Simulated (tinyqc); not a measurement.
Worked calculation: Jacobi rotations on a symmetric matrix. One step of it, computed by the program tinyqc.

Task: Jacobi rotation 2. Take the largest off-diagonal element A_pq; tan 2 theta = 2 A_pq / (A_qq - A_pp) with |theta| <= pi/4; A' = J^T A J with J_pp = J_qq = cos, J_pq = sin, J_qp = -sin.

A':
```
[[-0.015000, -0.592894, 0.408246, 0.350650, 0.000000],
 [-0.592894, 2.396000, -0.646000, 0.925000, 0.583776],
 [0.408246, -0.646000, 2.719000, 0.146000, 0.403391],
 [0.350650, 0.925000, 0.146000, 2.771000, 0.689670],
 [0.000000, 0.583776, 0.403391, 0.689670, 4.709000]]
```

Give: p, q, theta; A'.

Result:

p, q, theta (rad): [2.0000, 4.0000, 0.6854]

A':
```
[[-0.0150, -0.6810, 0.4082, -0.1038, 0.0000],
 [-0.6810, 1.6397, -0.5925, 0.0000, 0.0154],
 [0.4082, -0.5925, 2.7190, -0.2959, 0.4034],
 [-0.1038, 0.0000, -0.2959, 3.5273, 0.9034],
 [0.0000, 0.0154, 0.4034, 0.9034, 4.7090]]
```
